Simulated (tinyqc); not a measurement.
Trap density from the capacitance step.

Question. A junction with shallow donors Nd and a deep trap has C_HF = eps0 eps_r/W and C_LF = eps0 eps_r (Nd + Nt)/(Nd W + Nt xt), xt = W - lam. Find W, xt and Nt.

Values chosen for this exercise: relative permittivity eps_r = 9.79; shallow donor density Nd = 1.3e16 cm^-3.

Constants: eps0 = 8.8541878128e-14 F/cm where lengths are in cm. Results are converted to the units shown.

C_HF = 22.587926 nF/cm^2
C_LF = 25.899081 nF/cm^2
lam = 159.03035 nm

Solution. C_HF gives W. With y = C_LF/C_HF, Nt/Nd = (y - 1)/(1 - y xt/W).

W = 383.8 nm
xt = 224.7 nm
Nt = 5.800e15 cm^-3

Computed by the program tinyqc: `OMP_NUM_THREADS=1 python tinyqc.py 2050048 2050049 out.jsonl`, one thread of a shared Intel Xeon 2.30GHz, about 0.01 s for the whole run.
